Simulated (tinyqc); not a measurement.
The 3-omega method: a line heater on a substrate with a thin film: one step, computed by the program tinyqc.

A current at angular frequency omega = 2 pi f heats the line at 2 omega with the amplitude P per length; the temperature swing Delta T at 2 omega gives a voltage at 3 omega. The substrate is taken as semi-infinite and isotropic, and the heat capacity of heater and film is left out.

Problem. The film adds a constant step. One-dimensional flow across the film: Delta T_f = P (t/kappa_f + R_i)/(2 b); total in-phase swing Delta T = Delta T_s + Delta T_f; third-harmonic amplitude V_3 = V_1 beta |Delta T|/2 with the out-of-phase part included; the apparent film conductivity is t/(t/kappa_f + R_i).

Inputs (values chosen for the exercise, modelled on a phase-change telluride on gallium oxide):
```
quantity                                    value        unit
heater half-width b                           5.1  micrometre
power amplitude per length P                   54         W/m
film thickness t                              190          nm
film conductivity kappa_f                    0.51     W/(m K)
interface resistance R_i                       18    m^2 K/GW
temperature coefficient of resistance beta    2.6      1e-3/K
voltage amplitude V_1                         2.3           V
```

in-phase Delta T_s = 2.209523 K

out-of-phase Delta T_s = -0.5780728 K

Give: Delta T_f; total in-phase swing; V_3; apparent film conductivity; film share of the in-phase swing.

Solution.

Delta T_f = 2.068 K

total in-phase swing = 4.277 K

V_3 = 12.90 mV

apparent film conductivity = 0.4865 W/(m K)

film share of the in-phase swing = 0.4834

The interface lowers the apparent conductivity by 5 %. The film gives a large part of the signal.
